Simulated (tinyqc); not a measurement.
Chemical-mechanical planarisation: Preston law, pattern density and step-height reduction: one step, computed by the program tinyqc. Command: `OMP_NUM_THREADS=1 python tinyqc.py 3005756 3005757 out.jsonl cmp walk`. One thread of a shared host (Intel(R) Xeon(R) Processor @ 2.30GHz), about 0.01 s of CPU time with the checks.

A row of 12 cells, repeated periodically, holds raised features that cover a share rho of each cell.

Question. Effective density. The stiff pad averages the density: rho_eff(i) = sum_j w_ij rho_j / sum_j w_ij, w = exp(-2 d^2/L^2), L the planarisation length and d the distance between cell centres, summed over all periodic images of cell j.

Inputs (values chosen for the exercise, close to those used for oxide polishing): cell size = 1.2 mm; planarisation length = 1.7 mm.

local pattern densities, cell by cell: [0.9, 0.4, 0.9, 0.3, 0.25, 0.6, 0.6, 0.25, 0.4, 0.6, 0.1, 0.4]

Give: normalised weights (images included) for cells 0, 1, 2, ... apart; effective densities.

Answer.

normalised weights (images included) for cells 0, 1, 2, ... apart: [0.5632, 0.2079, 0.0105, 0.0001, 0.0000, 0.0000, 0.0000]

effective densities: [0.6837, 0.6068, 0.6645, 0.4186, 0.3436, 0.5204, 0.5215, 0.3613, 0.4094, 0.4487, 0.2778, 0.4437]

Local densities span 0.1 to 0.9, effective ones 0.278 to 0.684.
